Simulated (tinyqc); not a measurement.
Leakage currents through a thin dielectric: one step, computed by the program tinyqc. Command: `OMP_NUM_THREADS=1 python tinyqc.py 3013323 3013324 out.jsonl leak walk`. One thread of a shared host (Intel(R) Xeon(R) Processor @ 2.30GHz), about 0.04 s of CPU time with the checks.

Electrons leave an electrode with Fermi energy E_F above its band bottom; barriers are counted from the Fermi level, and both electrodes are alike. They cross the interlayer first.

Task: Thermal currents. Schottky emission J = A T^2 exp(-(phi_B - sqrt(e^3 F/(4 pi k_o eps_0)))/k_B T), A = 4 pi e m k_B^2/h^3 with the tunnelling mass; Poole-Frenkel J = sigma_0 F exp(-(phi_t - sqrt(e^3 F/(pi k_o eps_0)))/k_B T); both use the field F of the dielectric and ignore the interlayer.

Inputs (values chosen for the exercise, modelled on Si3N4):
```
quantity                           value  unit
barrier height phi_B                1.99    eV
tunnelling mass m                    0.4   m_0
optical permittivity k_o             3.9     -
trap depth phi_t                     1.1    eV
Poole-Frenkel prefactor sigma_0  2.9e-08  S/cm
temperature T                        398     K
```

Stack: dielectric on an interlayer.

field F = 3.736889 MV/cm

Constants: e = 1.602176634e-19 C; eps_0 = 8.8541878128e-12 F/m; k_B = 8.617333262e-05 eV/K; m_0 = 9.1093837015e-31 kg; k_B = 1.380649e-23 J/K; h = 6.62607015e-34 J s.

Give: Schottky lowering; Poole-Frenkel lowering; Schottky current density; Poole-Frenkel current density.

Result:

Schottky lowering = 0.3714 eV

Poole-Frenkel lowering = 0.7429 eV

Schottky current density = 2.434e-14 A/cm^2

Poole-Frenkel current density = 3.258e-06 A/cm^2

The Poole-Frenkel lowering is twice the Schottky one, because the charge of a trap is fixed while an image charge moves with the electron.
